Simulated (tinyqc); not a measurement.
Comparisons within one model: optical gain and spontaneous emission in a bulk direct-gap semiconductor. A value that a table varies takes the place of the one given here.

Parabolic bands, vertical transitions, no excitons. For each hole band j: mr = me mj/(me + mj); joint density of states J_j(E) = (mr/c)^(3/2) sqrt(E - Eg)/(2 pi^2), both spins, c = hbar^2/2m0; averaged matrix element |e.p|^2 = m0 Ep/6; alpha_j(E) = 4 pi^2 alpha_f c Ep J_j/(3 nr E) in 1/angstrom (alpha_f the fine-structure constant, listed as alpha among the constants), times 1e8 for 1/cm.

F_j(eta) = (1/Gamma(j + 1)) integral_0^infinity x^j dx/(1 + exp(x - eta)), which tends to exp(eta) for eta << 0.

Quasi-Fermi levels: n = Nc F_1/2(Fc/kT) and p = Nv F_1/2(Fv/kT), Fc counted up from the conduction edge and Fv down from the valence edge; Nc, Nv from N = 2 (m kB T/(4 pi c))^(3/2) with c = hbar^2/2m0, in 1/angstrom^3; times 1e24 for 1/cm^3, with me and (mhh^(3/2) + mlh^(3/2))^(2/3).

For band j the electron sits at Ee = (E - Eg) mr/me above its edge and the hole at Eh = (E - Eg) mr/mj; fe = 1/(1 + exp((Ee - Fc)/kT)), fh = 1/(1 + exp((Eh - Fv)/kT)); gain g = sum_j alpha_j (fe + fh - 1).

Spontaneous rate: R = integral of (nr E/(hbar c))^2/(pi^2 hbar) sum_j alpha_j fe fh dE, with alpha in 1/cm and (nr E/(hbar c))^2 in 1/cm^2 (1e16 per 1/angstrom^2); B = R/(n p); lifetime n/R.

Constants: hbar^2/2m0 = 3.80998211 eV angstrom^2; fine-structure constant alpha = 0.007297352564; kB = 8.617333262e-05 eV/K; hbar = 6.58211957e-16 eV s; hbar c = 1973.269805 eV angstrom.

Inputs chosen for the exercise (near those of GaAs; the results hold for these values, not for the real material): Eg = 1.448 eV (direct gap); me = 0.0661 m0 (electron mass); mhh = 0.512 m0 (heavy-hole mass); mlh = 0.0812 m0 (light-hole mass); Ep = 26.2 eV (Kane energy); nr = 3.62 (refractive index); T = 250 K; n = 1.3e+18 1/cm^3 (injected density, n = p).

## Peak gain against injection

The peak is the largest g over E; a dash marks no gain.

Gain:
```
n (1/cm^3)  Fc (eV)  Fv (eV)  peak gain (1/cm)  peak E - Eg (eV)  B (cm^3/s)
4.7e+17      0.0188  -0.0590                 -                 -    3.01e-10
7.5e+17      0.0351  -0.0487                 -                 -    2.83e-10
1.1e+18      0.0510  -0.0400                54            0.0038    2.64e-10
1.3e+18      0.0589  -0.0362               155            0.0082    2.54e-10
1.7e+18      0.0731  -0.0301               386            0.0165    2.37e-10
2.1e+18      0.0858  -0.0251               618            0.0243    2.23e-10
2.8e+18      0.1058  -0.0182               996            0.0365    2.02e-10
3.7e+18      0.1289  -0.0113              1425            0.0500    1.82e-10
```

transparency density (Fc + Fv = 0) = 9.32e+17 1/cm^3

Gain starts at 9.32e+17 1/cm^3, where Fc = -Fv = 0.0438 eV: with Nv/Nc = 23 the electrons must be degenerate before the holes are. The slope of peak gain against n is 5.08e-16 cm^2 between the first two rows with gain and 4.77e-16 between the last two; the peak moves from 0.0038 to 0.0500 eV above the gap as the bands fill, and B falls by a factor 1.66. Line broadening and gap shrinkage are left out.

## Gain spectrum

At the density n.

Spectrum:
```
E - Eg (eV)  alpha, empty (1/cm)  fe, heavy  fh, heavy  g (1/cm)
0.005                       1854      0.926      0.153       144
0.010                       2613      0.911      0.150       153
0.020                       3670      0.871      0.143        49
0.030                       4465      0.818      0.137      -184
0.045                       5413      0.708      0.128      -781
0.060                       6188      0.566      0.119     -1674
0.080                       7052      0.365      0.108     -3190
0.100                       7783      0.201      0.099     -4765
0.130                       8705      0.068      0.085     -6751
0.170                       9708      0.014      0.070     -8613
0.220                      10713      0.002      0.055    -10116
```

Fc + Fv = 0.0227 eV

g is positive below E - Eg = 0.0227 eV; the largest value listed is 153 1/cm at 0.010 eV. At 0.220 eV above the gap g is -0.94 times the absorption of the empty crystal, whose limit is -1.

## Transparency density and B against temperature

Eg is held fixed; B is taken at n = 1e15 1/cm^3.

Results:
```
T (K)  transparency density (1/cm^3)  Fc/kT there  B (cm^3/s)
100                         2.36e+17        2.033    1.32e-09
150                         4.33e+17        2.033    7.24e-10
200                         6.67e+17        2.033    4.72e-10
250                         9.32e+17        2.033    3.39e-10
300                         1.22e+18        2.033    2.59e-10
350                         1.54e+18        2.033    2.07e-10
400                         1.89e+18        2.033    1.70e-10
500                         2.64e+18        2.033    1.23e-10
```

Fc/kT at transparency stays at 2.033, since it depends on Nv/Nc alone, so the density goes as T^1.50. B goes as T^-1.48, against T^-1.5 for non-degenerate carriers: hot carriers spread over k and fewer pairs share a wave vector.

## What moves transparency and gain

Transparency is Fc + Fv = 0; the peak is the largest g over E at the density n (0 if none). Each row changes one parameter from the base and keeps the others.

Results:
```
case                 transparency density (1/cm^3)  Fc + Fv (eV)  peak gain (1/cm)
base                                      9.32e+17        0.0227               155
me = 0.076 m0                             1.07e+18        0.0129                89
mhh = 0.307 m0                            7.22e+17        0.0391               448
Ep = 28.8 eV                              9.32e+17        0.0227               171
T = 290 K                                 1.16e+18        0.0084                31
n = 1.69e+18 1/cm^3                       9.32e+17        0.0425               380
nr = 3.8                                  9.32e+17        0.0227               148
```

The largest shifts from the base row, up to three for each result and ties (the steps differ in size, so this ranks the rows, not the parameters). transparency density (1/cm^3): T +2.32e+17, mhh -2.10e+17, me +1.35e+17; unchanged at the printed digits by Ep, n and nr. Fc + Fv (eV): n +0.0199, mhh +0.0164, T -0.0143; unchanged at the printed digits by Ep and nr. peak gain (1/cm): mhh +292, n +225, T -124.

Computed by tinyqc, a small Python program: `OMP_NUM_THREADS=1 python tinyqc.py 1652618 1652619 out.jsonl` (the numbers bound the seed that draws the inputs); one thread of a shared host (Intel(R) Xeon(R) Processor @ 2.30GHz), about 0.1 s for the whole set of steps.
